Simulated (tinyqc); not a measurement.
Single-domain magnet: Stoner-Wohlfarth switching, Neel-Arrhenius retention, LLG dynamics and spin torque: one step, computed by the program tinyqc. Command: `OMP_NUM_THREADS=1 python tinyqc.py 3028030 3028031 out.jsonl macro walk`. One thread of a shared host (Intel(R) Xeon(R) Processor @ 2.30GHz), about 0.01 s of CPU time with the checks.

The moment is uniform, with unit vector m; z is the easy axis. mu_0 = 1.25663706212e-6 T m/A, gamma = 1.76085963023e11 rad/(s T).

Question. Exact time to the equator. The polar equation dm_z/dt = -(1 - m_z^2)(i - m_z)/tau_D, i = I/I_c0, integrates to t = tau_D [F(cos theta_0) - F(0)], F(z) = -ln(1 - z)/(2 (i - 1)) + ln(1 + z)/(2 (i + 1)) + ln(i - z)/(i^2 - 1), theta_0 = 1/sqrt(2 Delta).

Inputs (values chosen for the exercise, for a model magnet): temperature T = 398 K; drive I/I_c0 = 3.3.

Shape: prolate spheroid, easy axis along it.

stability factor Delta = 47.68232

tau_D = 0.1797878 ns

Give: time to m_z = 0.

Answer.

time to m_z = 0 = 0.2132 ns
